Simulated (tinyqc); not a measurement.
Arrhenius plot from several rate windows.

Emission rate en = sn vth(T) Nc(T) exp(-Et/kB T) = sn g T^2 exp(-Et/kB T), g = vth Nc/(300 K)^2, as vth goes as T^0.5 and Nc as T^1.5 (degeneracy factor 1). Each window ew gives the temperature where en = ew.

Values chosen for this exercise; material values close to those of indium phosphide:
- Nc = 5.77e17 cm^-3 (conduction-band density of states at 300 K)
- vth = 4.2e7 cm/s (thermal velocity at 300 K)
- Et = 0.44 eV (depth of the trap below the conduction edge)
- sn = 1.9e-16 cm^2 (capture cross-section)

Constants: q = 1.602176634e-19 C, kB = 1.380649e-23 J/K. Results are converted to the units shown.

Arrhenius plot from several rate windows:
```
ew (1/s),T peak (K),q/kB T (1/eV),ln(ew/T^2),ln ew
1.7,240.0,48.35,-10.43,0.5306
5.1,251.9,46.07,-9.429,1.629
15,264.7,43.84,-8.449,2.708
47,279.6,41.50,-7.417,3.850
140,295.5,39.27,-6.436,4.942
430,313.7,36.99,-5.433,6.064
1300,333.9,34.76,-4.451,7.170
3900,356.4,32.56,-3.483,8.269
```

The peak rises from 240 to 356 K. ln(ew/T^2) against q/kB T is a straight line of slope -0.4400 eV, the trap depth. Its intercept gives sn = 1.90e-16 cm^2. Leaving out the T^2 gives 0.4901 eV, too high by about 2 kB T.

Numbers from tinyqc (`OMP_NUM_THREADS=1 python tinyqc.py 2050074 2050075 out.jsonl`; about 0.01 s on one thread of a shared Intel Xeon 2.30GHz).
